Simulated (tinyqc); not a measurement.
Level and width from two currents at zero temperature.

Problem. In a resonant-tunnelling diode at zero temperature a sharp resonance at Er = E0 - alpha V between the emitter band edge and Ef carries J = K (pi/2) G Tp (Ef - Er), K = q^3 mw m0/(2 pi^2 hbar^3) (times 1e-4 for A/cm^2 per eV^2), with G its full width and Tp its peak transmission, G Tp taken as constant, and no back flow. Find G Tp and E0.

Parameters, values chosen for the exercise; masses and offsets of a made-up heterostructure:
- mw = 0.26 m0 (mass in the well, spacer and contacts)
- Ef = 0.15 eV (Fermi energy of both contacts above their band edges)
- alpha = 0.44 (share of the bias at the well)

Constants: q = 1.602176634e-19 C, hbar = 1.054571817e-34 J s, m0 = 9.1093837015e-31 kg. Results are converted to the units shown.

J at V = 0.33 and 0.56 V (kA/cm^2): [144.81892, 664.52370]

Solution. J is linear in V: the slope gives G Tp, and the onset V0, where the line meets zero, gives E0 = Ef + alpha V0.

G Tp = 0.777 meV
E0 = 0.267 eV

Numbers from tinyqc (`OMP_NUM_THREADS=1 python tinyqc.py 2600146 2600147 out.jsonl`; about 0.3 s on one thread of a shared Intel Xeon 2.30GHz).
